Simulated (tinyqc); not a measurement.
Resistance of a source-drain extension with a graded tip: abruptness at a fixed junction position.

y runs along the channel, the gate covers y > 0. The doping is N0 for y < y0 and N0 10^(-(y - y0)/la) beyond, uniform over the depth xj. Sheet conductance s(y) = q mu(N) max(N - Nch, 0) xj + (for y > 0) ma Cox Vo, with mu(N) = u0 + (u1 - u0)/(1 + (N/Nr)^au) and Cox = eps0 eox/tox. Current is taken as one-dimensional; depletion of the tip, spreading and the contact are left out. The metallurgical junction lies at yj, where N = Nch.

R_spacer = integral of dy/s from -Ls to 0, R_ov from 0 to yj, R_channel = (Lg - 2 yj)/(ma Cox Vo), R_total = 2 R_spacer + 2 R_ov + R_channel. Electrical length L_eff = ma Cox dR_total/d(1/Vo); R_series = R_total - L_eff/(ma Cox Vo). y0 is moved with la so that yj stays at 5.3659 nm.

Parameters, values chosen for the exercise; mobility law close to that of electrons in silicon:
- eox = 24.8 (relative permittivity of the gate insulator (close to zirconium oxide))
- tox = 9.6 nm (insulator thickness)
- N0 = 2e20 cm^-3 (active doping of the extension far from the gate)
- xj = 20 nm (depth of the extension)
- Nch = 1.2e18 cm^-3 (channel doping)
- Ls = 19 nm (spacer length)
- Vo = 0.74 V (gate overdrive)
- ma = 190 cm^2/(V s) (mobility of the gate-induced layer)
- u1 = 1414 cm^2/(V s) (mobility at low doping)
- u0 = 68.5 cm^2/(V s) (mobility at high doping)
- Nr = 9.2e16 cm^-3 (reference doping)
- au = 0.711 (exponent)
- Lg = 60 nm (gate length)

Constants: q = 1.602176634e-19 C, eps0 = 8.8541878128e-14 F/cm where lengths are in cm. Results are converted to the units shown.

The same in every row: yj (nm) = 5.366; R_channel (ohm um) = 153.2.

Results:
```
la (nm/decade)  R_spacer (ohm um)  R_ov (ohm um)  R_total (ohm um)  L_eff (nm)  R_series (ohm um)
1                           4.021          3.691             168.6       50.52              11.54
2.2                         4.021          6.844             174.9       51.97              13.34
3.4                         4.558          9.574             181.5       53.36              15.55
4.5                         6.556          11.13             188.6       54.39              19.45
6.9                         15.32          12.90             209.6       55.85              35.98
8.1                         21.42          13.41             222.9       56.32              47.73
9.3                         28.42          13.79             237.6       56.70              61.32
```

Estimate the missing row, la = 5.7 nm/decade.

Computed row:
```
la (nm/decade)  R_spacer (ohm um)  R_ov (ohm um)  R_total (ohm um)  L_eff (nm)  R_series (ohm um)
5.7                         10.28          12.19             198.1       55.23              26.42
```

With this row back in the table: As la goes from 1 to 9.3 nm/decade, R_total rises from 169 to 238 ohm um, R_spacer rises from 4.02 to 28.4 ohm um and R_ov rises from 3.69 to 13.8 ohm um. R_total changes on average by 8.31 ohm um for each nm/decade. L_eff exceeds the metallurgical length by 1.25 nm in the first row and 7.43 nm in the last, since the gate also controls the lightly doped tips.

Computed by the program tinyqc: `OMP_NUM_THREADS=1 python tinyqc.py 2282185 2282186 out.jsonl`, one thread of a shared Intel Xeon 2.30GHz, about 0.03 s for the whole run.
